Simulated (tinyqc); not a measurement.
Worked calculation: RHF in the 3-21g basis, for HeH+, spin multiplicity 1. One step of it, computed by the program tinyqc.

Question. Iteration 4: diagonalisation and new density. Diagonalise F' = X^T F X, C = X C', fill 1 alpha and 1 beta electrons from the bottom; D = 2 C_occ C_occ^T. Each column has its largest component positive (the first on a tie).

extrapolated F (hartree):
```
           1He 1s     1He 2s      2H 1s      2H 2s
1He 1s  -0.467115  -1.347216  -0.120490  -0.413117
1He 2s  -1.347216  -0.887393  -0.239503  -0.425251
2H 1s   -0.120490  -0.239503  -0.171174  -0.518625
2H 2s   -0.413117  -0.425251  -0.518625  -0.496650
```

X:
```
                1          2          3         4
1He 1s   0.606778   0.925132   0.519862  0.293277
1He 2s  -0.958484  -0.797886   0.369101  0.385511
2H 1s   -0.927198   0.748965  -0.479096  0.331197
2H 2s    1.219533  -0.517961  -0.332817  0.408875
```

Give: F' = X^T F X; orbital energies; coefficients C; D after iteration 4.

Answer.

F' = X^T F X (hartree):
```
        1      2       3       4
1   0.960  0.526   0.364  -0.013
2   0.526  1.361   0.167   0.035
3   0.364  0.167  -0.632  -0.406
4  -0.013  0.035  -0.406  -1.037
```

orbital energies (hartree): MO1 -1.305, MO2 -0.450, MO3 0.634, MO4 1.773

coefficients C:
```
          MO1     MO2     MO3     MO4
1He 1s  0.455  -0.126   0.012   1.165
1He 2s  0.621  -0.290   0.232  -1.147
2H 1s   0.060   0.374   1.271  -0.015
2H 2s   0.079   0.752  -1.185   0.241
```

D after iteration 4:
```
        1He 1s  1He 2s  2H 1s  2H 2s
1He 1s   0.414   0.565  0.055  0.072
1He 2s   0.565   0.771  0.075  0.098
2H 1s    0.055   0.075  0.007  0.010
2H 2s    0.072   0.098  0.010  0.013
```
